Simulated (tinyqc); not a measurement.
Free and trapped electrons in a MOS channel with a dense trap tail: one step of the calculation.

p-type body, charge-sheet picture, full ionisation (an idealisation for deep acceptors), Boltzmann statistics for free electrons. e = Ec - EF at the surface. Acceptor-like traps of density D(E) = D0 + De exp(-E/Ew) at depth E below Ec, from 0 to Eu, hold n_t = integral of D(E)/(1 + exp((e - E)/Vt)). psi = Eg - Vt ln(Nv/Na) - e; N_dep = sqrt(2 eps0 eps_r Na (psi - Vt)/q); n_f = sqrt(N_dep^2 + 2 eps0 eps_r Vt Nc exp(-e/Vt)/q) - N_dep; Vg = Vfb + psi + q (N_dep + n_t + n_f)/Cox, Cox = eps0 eox/tox.

Task. Trapped charge. Trapezoid rule on 16 equal steps from 0 to Eu, f = 1/(1 + exp((e - E)/Vt)).

Parameters, values chosen for the exercise; band and dielectric values close to those of 4H silicon carbide: temperature T = 250 K; constant background density of acceptor-like traps D0 = 1.7e10 cm^-2 eV^-1; density of the tail at the conduction edge De = 4.2e12 cm^-2 eV^-1; decay energy of the tail Ew = 0.07 eV; depth below Ec down to which the traps reach Eu = 0.59 eV; Ec - EF at the surface e = 0.076 eV.

Constants: q = 1.602176634e-19 C, kB = 1.380649e-23 J/K, Vt = kB T/q. Results are converted to the units shown.

Give: E; D(E) f; n_t.

Result.

```
point   E (eV)  D(E) f (cm^-2 eV^-1)
0            0              1.203e11
1      0.03687              3.493e11
2      0.07375              7.021e11
3       0.1106              7.346e11
4       0.1475              5.092e11
5       0.1844              3.165e11
6       0.2213              1.948e11
7       0.2581              1.221e11
8       0.2950              7.909e10
9       0.3319              5.366e10
10      0.3688              3.865e10
11      0.4056              2.978e10
12      0.4425              2.455e10
13      0.4794              2.146e10
14      0.5162              1.963e10
15      0.5531              1.855e10
16      0.5900              1.792e10
```

n_t = 1.211e11 cm^-2

Computed by the program tinyqc: `OMP_NUM_THREADS=1 python tinyqc.py 2222085 2222086 out.jsonl`, one thread of a shared Intel Xeon 2.30GHz, about 0.02 s for the whole run.
